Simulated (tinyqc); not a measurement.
What each parameter does: parabolic quantum dot in a magnetic field (Fock-Darwin).

Two dimensions, V = m w0^2 r^2/2, one valley. hbar wc = 2 muB B/m, W = sqrt(w0^2 + wc^2/4), E(n, l, s) = (2n + |l| + 1) hbar W - l hbar wc/2 + s gs muB B, n = 0, 1, ..., l = 0, +/-1, ..., s = +/-1/2; length lam = sqrt(2c/(m hbar W)), c = hbar^2/2m0.

Exact treatment: the centre of mass separates with energy W, and the relative motion obeys [-(2c/m) Laplacian + (2c/m) r^2/(2 lam^2)^2 + q/(eps r)] psi = e_l psi for angular number l, solved in 14 Gaussians r^l exp(-a r^2), a = 1.7^i/(4 lam^2), i = -3 to 10. E(S) = W + e_0, E(T) = W + e_1 - wc/2 - Ez.

Constants: muB = 5.788381798e-05 eV/T; hbar^2/2m0 = 3.80998211 eV angstrom^2; e^2/(4 pi eps0) = 14.39964547 eV angstrom.

Values chosen for the exercise (near those of a gate-defined dot in Si; the results hold for these values, not for the real material):
```
symbol  value   unit  meaning
m       0.1956  m0    mass
gs      1.9           g factor
w0      5.1     meV   confinement energy hbar w0
B       4.77    T     magnetic field
eps     11.5          dielectric constant
```

The two modes W +/- wc/2, lam and the exact E(T) - E(S), with q = e^2/(4 pi eps0) and Ez = |gs| muB B.

One parameter was then changed.

Results before and after:
```
case     upper mode (meV)  lower mode (meV)  lam (angstrom)  E(T) - E(S) (meV)
base                6.703             3.880            85.8              -0.10
changed             6.016             4.323            86.8               0.62
```

Which of these changes was made? (a) B = 2.86 T; (b) m = 0.2249 m0; (c) eps = 9.8; (d) gs = 2.85; (e) w0 = 6.38 meV.

Answer: (a) B = 2.86 T. Of the candidates, run in turn, only this one gives the changed row.

All candidates:
```
case           upper mode (meV)  lower mode (meV)  lam (angstrom)  E(T) - E(S) (meV)
base                      6.703             3.880            85.8              -0.10
B = 2.86 T                6.016             4.323            86.8               0.62
w0 = 6.38 meV             7.946             5.123            77.2               0.48
m = 0.2249 m0             6.473             4.018            80.4              -0.02
gs = 2.85                 6.703             3.880            85.8              -0.36
eps = 9.8                 6.703             3.880            85.8              -0.28
```

Run: tinyqc, `OMP_NUM_THREADS=1 python tinyqc.py 1281055 1281056 out.jsonl`; Intel(R) Xeon(R) Processor @ 2.30GHz, one thread, shared host; about 0.04 s of CPU time with all checks.
